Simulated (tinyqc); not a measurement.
# Barrier and mass from two temperatures

Problem. The saturation current of a Schottky diode is J0 = A* T^2 exp(-q phi/(kB T)) with a fixed barrier and A* = 4 pi q me m0 kB^2/h^3 (times 1e-4 for A/(cm^2 K^2)). Find phi, A* and me.

Constants: q = 1.602176634e-19 C, kB = 1.380649e-23 J/K, h = 6.62607015e-34 J s, m0 = 9.1093837015e-31 kg. Results are converted to the units shown.

J0 at 250 and 400 K (A/cm^2): [2.4223184e-9, 0.0014448906]

Answer. The slope of ln(J0/T^2) against q/(kB T) is -phi and the intercept is ln A*.

phi = 0.710 eV
A* = 7.97 A/(cm^2 K^2)
me = 0.0663 m0

Computed by the program tinyqc: `OMP_NUM_THREADS=1 python tinyqc.py 2640158 2640159 out.jsonl`, one thread of a shared Intel Xeon 2.30GHz, about 0.01 s for the whole run.
